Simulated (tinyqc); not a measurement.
# From effective lifetime at dn back to doping N

Model: carrier lifetime from Shockley-Read-Hall, radiative, Auger and surface recombination. Computed by tinyqc, a small Python program. Command: `OMP_NUM_THREADS=1 python tinyqc.py 3009449 3009450 out.jsonl lifetime inv`. One thread of a shared host (Intel(R) Xeon(R) Processor @ 2.30GHz), about 0.03 s of CPU time with the checks.

Energies are counted from the top of the valence band. Boltzmann statistics, full ionisation, and equal excess densities of electrons and holes.

Inputs (values chosen for the exercise, for a model semiconductor): gap E_g = 1.56 eV; electron mass m_e = 0.0964 m_0; valleys M_c = 1; hole mass m_h = 0.514 m_0; temperature T = 350 K; trap level E_t = 1.2 eV; trap density N_t = 9.4e+11 cm^-3; electron cross-section sigma_n = 4.1e-14 cm^2; hole cross-section sigma_p = 9.6e-17 cm^2; radiative coefficient B = 6.9e-10 cm^3/s; Auger coefficient C_n = 1.7e-30 cm^6/s; Auger coefficient C_p = 7.2e-31 cm^6/s; excess density dn = 1.1e+14 cm^-3; diffusion coefficient D = 8.3 cm^2/s; surface velocity S = 11 cm/s; thickness W = 290 micrometre.

Doping: p-type. Surface term: two equal surfaces.

Constants: m_0 = 9.1093837015e-31 kg; k_B = 1.380649e-23 J/K; h = 6.62607015e-34 J s; k_B = 8.617333262e-05 eV/K.

Method:
- N_c = 2 M_c (2 pi m_e k_B T/h^2)^(3/2) and N_v = 2 (2 pi m_h k_B T/h^2)^(3/2), masses in units of m_0.
- n_i = sqrt(N_c N_v) exp(-E_g/2 k_B T); majority density N/2 + sqrt(N^2/4 + n_i^2), minority density n_i^2 over it.
- v = sqrt(3 k_B T/m) with m_e or m_h; tau_n0 = 1/(sigma_n v_n N_t), tau_p0 = 1/(sigma_p v_p N_t); n1 = N_c exp(-(E_g - E_t)/k_B T), p1 = N_v exp(-E_t/k_B T).
- The slowest diffusion mode has x tan x = S W/(2 D) with 0 < x < pi/2 (bisection), and tau_s = W^2/(4 x^2 D). The common approximation is W/(2 S) + W^2/(pi^2 D).
- With n = n_0 + dn, p = p_0 + dn and U/dn = 1/tau: (n p - n_i^2)/dn = n_0 + p_0 + dn = s; 1/tau_SRH = s/[tau_p0 (n + n1) + tau_n0 (p + p1)]; 1/tau_rad = B s; 1/tau_Aug = (C_n n + C_p p) s; the rates add, with 1/tau_s.
- Radiative efficiency = tau_eff/tau_rad; effective diffusion length = sqrt(D tau_eff).

Question. A run gave the result below. Find the doping N, known to lie between 2.6e+16 and 8.2e+16 cm^-3.

effective lifetime at dn = 3.166122e-08 s

Answer.

Each step takes the trial c = (a f_b - b f_a)/(f_b - f_a), f being the result less the target and a, b, c the logarithms of the listed values; c replaces end b, the old b replaces a if the sign of f changed, and otherwise f_a is halved.

Scan of the range:
```
doping N (cm^-3)  effective lifetime at dn (s)
2.60e+16                           5.46217e-08
3.15e+16                           4.51448e-08
3.81e+16                           3.73716e-08
4.62e+16                           3.08576e-08
5.59e+16                           2.55336e-08
6.77e+16                           2.11081e-08
8.20e+16                           1.74474e-08
```

False position (Illinois rule, in the logarithm of the input) inside the bracket:
```
step        end a        end b        trial  effective lifetime at dn (s)
1     3.81000e+16  4.62000e+16  4.51143e+16                   3.15955e-08
2     3.81000e+16  4.51143e+16  4.49430e+16                   3.17151e-08
3     4.51143e+16  4.49430e+16  4.50201e+16                   3.16612e-08
4     4.49430e+16  4.50201e+16  4.50200e+16                   3.16612e-08
5     4.49430e+16  4.50200e+16  4.50200e+16                   3.16612e-08
6     4.50200e+16  4.50200e+16  4.50200e+16                   3.16612e-08
```

Effective lifetime at dn falls at every point of a 13-point scan of the range (every second point is shown), so one value fits; it is bracketed by 3.81e16 and 4.62e16. Answer: doping N = 4.502e16 cm^-3.
